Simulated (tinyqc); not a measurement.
Single-domain magnet: Stoner-Wohlfarth switching, Neel-Arrhenius retention, LLG dynamics and spin torque: one step, computed by the program tinyqc.

The moment is uniform, with unit vector m; z is the easy axis. mu_0 = 1.25663706212e-6 T m/A, gamma = 1.76085963023e11 rad/(s T).

Problem. Spin-transfer switching. For axial symmetry and a polariser along z: I_c0 = (4 e alpha/(hbar eta)) K_eff V; relaxation time tau_D = (1 + alpha^2)/(alpha gamma mu_0 H_K); thermal start angle theta_0 = 1/sqrt(2 Delta); switching time about tau_D ln(pi/(2 theta_0))/(I/I_c0 - 1); precession frequency gamma mu_0 H_K/(2 pi (1 + alpha^2)).

Inputs (values chosen for the exercise, for a model magnet):
```
quantity                    value  unit
temperature T                 358     K
damping alpha               0.034     -
spin-torque efficiency eta   0.49     -
drive I/I_c0                  3.7     -
```

Shape: prolate spheroid, easy axis along it.

K_eff = 231.7604 kJ/m^3

volume V = 2513.274 nm^3

stability factor Delta = 117.8454

anisotropy field mu_0 H_K = 0.5027340 T

Constants: e = 1.602176634e-19 C; hbar = 1.054571817e-34 J s.

Give: critical current I_c0; Delta/I_c0; tau_D; switching time, estimate; precession frequency.

Solution.

critical current I_c0 = 245.62 microampere

Delta/I_c0 = 0.47980 1/microampere

tau_D = 0.33263 ns

switching time, estimate = 0.39211 ns

precession frequency = 14.073 GHz
